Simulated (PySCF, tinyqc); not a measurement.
MP2 on RHF in the sto-3g basis, for H4, spin multiplicity 1, step by step. The lowest restricted solution is unstable here: a spin-polarised one lies 0.0142 hartree lower (PySCF). One step of it, computed by the program tinyqc.

Question. Iteration 1: building the Fock matrix. J_ij = sum D_kl (ij|kl), K_ij = sum D_kl (ik|jl); F = H + J - 0.5 K; E = tr D H + tr D J / 2 - 0.25 tr D K + E_nn.

D at the start, order 1H 1s, 2H 1s, 3H 1s, 4H 1s:
```
[[0.550606, 0.660323, -0.156222, -0.319942],
 [0.660323, 0.933042, 0.166668, -0.156684],
 [-0.156222, 0.166668, 0.932303, 0.660185],
 [-0.319942, -0.156684, 0.660185, 0.551039]]
```

core Hamiltonian H = T + V (hartree), order 1H 1s, 2H 1s, 3H 1s, 4H 1s:
```
[[-1.211099, -0.632675, -0.058076, -0.003951],
 [-0.632675, -1.423434, -0.440528, -0.058192],
 [-0.058076, -0.440528, -1.423686, -0.633605],
 [-0.003951, -0.058192, -0.633605, -1.211488]]
```

Two-electron integrals (ij|kl) in chemists' order, unique and non-zero (hartree):
```
(11|11) 0.774606   (21|11) 0.212596   (21|21) 0.081372   (22|11) 0.407044
(22|21) 0.212596   (22|22) 0.774606   (31|11) 0.011150   (31|21) 0.005008
(31|22) 0.016029   (31|31) 0.000400   (32|11) 0.066058   (32|21) 0.033944
(32|22) 0.130303   (32|31) 0.003398   (32|32) 0.033896   (33|11) 0.190872
(33|21) 0.091483   (33|22) 0.339279   (33|31) 0.011150   (33|32) 0.130303
(33|33) 0.774606   (41|11) 0.000465   (41|21) 0.000227   (41|22) 0.000813
(41|31) 0.000022   (41|32) 0.000210   (41|33) 0.000813   (41|41) 1.34e-06
(42|11) 0.006102   (42|21) 0.002993   (42|22) 0.011175   (42|31) 0.000322
(42|32) 0.003405   (42|33) 0.016061   (42|41) 0.000022   (42|42) 0.000402
(43|11) 0.057761   (43|21) 0.026304   (43|22) 0.091623   (43|31) 0.002991
(43|32) 0.033998   (43|33) 0.212941   (43|41) 0.000227   (43|42) 0.005026
(43|43) 0.081606   (44|11) 0.131931   (44|21) 0.057694   (44|22) 0.190941
(44|31) 0.006091   (44|32) 0.066091   (44|33) 0.407310   (44|41) 0.000465
(44|42) 0.011175   (44|43) 0.212941   (44|44) 0.774606
```

nuclear repulsion = 1.71307412 hartree

Give: Coulomb J; exchange K; Fock matrix F; total energy of this density.

Answer.

Coulomb J (hartree), order 1H 1s, 2H 1s, 3H 1s, 4H 1s:
```
[[1.4303, 0.5834, 0.0463, 0.0027],
 [0.5834, 1.8045, 0.4146, 0.0464],
 [0.0463, 0.4146, 1.8046, 0.5843],
 [0.0027, 0.0464, 0.5843, 1.4311]]
```

exchange K (hartree), order 1H 1s, 2H 1s, 3H 1s, 4H 1s:
```
[[0.7814, 0.6361, 0.0611, -0.0414],
 [0.6361, 1.1120, 0.3386, 0.0611],
 [0.0611, 0.3386, 1.1120, 0.6368],
 [-0.0414, 0.0611, 0.6368, 0.7823]]
```

Fock matrix F (hartree), order 1H 1s, 2H 1s, 3H 1s, 4H 1s:
```
[[-0.1715, -0.3673, -0.0423, 0.0194],
 [-0.3673, -0.1749, -0.1952, -0.0424],
 [-0.0423, -0.1952, -0.1750, -0.3677],
 [0.0194, -0.0424, -0.3677, -0.1716]]
```

total energy of this density = -1.940382 hartree
